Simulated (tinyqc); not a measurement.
Tersoff bond-order potential: one step, computed by the program tinyqc. Command: `OMP_NUM_THREADS=1 python tinyqc.py 3021406 3021407 out.jsonl tersoff walk`. One thread of a shared host (Intel(R) Xeon(R) Processor @ 2.30GHz), about 0.01 s of CPU time with the checks.

E = (1/2) sum_(i, j != i) [A exp(-lambda r_ij) - b_ij B exp(-mu r_ij)], b_ij = (1 + (beta zeta_ij)^n)^(-1/(2n)), zeta_ij = sum_(k != i, j) g(theta_ijk), g = 1 + c^2/d^2 - c^2/(d^2 + (h - cos theta)^2), with theta at atom i. Only nearest neighbours count (cut-off function 1 for them, 0 beyond).

Question. Unrelaxed vacancy. Each of the four neighbours loses one bond; its three other bonds now have zeta = 2 g, for the direction that starts at it. E_v = -E + 12 x (1/2)(b(3g) - b(2g)) B exp(-mu r), where -E is the pair-like cost.

Inputs (values chosen for the exercise, modelled on carbon):

| quantity | value | unit |
|---|---|---|
| B | 345.84 | eV |
| mu | 2.2119 | 1/angstrom |
| beta | 1.55e-07 | - |
| n | 0.7232 | - |

zeta = 712251.2

energy per atom of the diamond lattice = -7.228273 eV

bond order b = 0.8799596

bond length = 1.549652 angstrom

Give: b(2g); unrelaxed vacancy energy E_v.

Answer.

b(2g) = 0.90706

unrelaxed vacancy energy E_v = 5.4031 eV

Stronger back bonds return 1.825 eV, so E_v is 75 % of the cohesive energy.
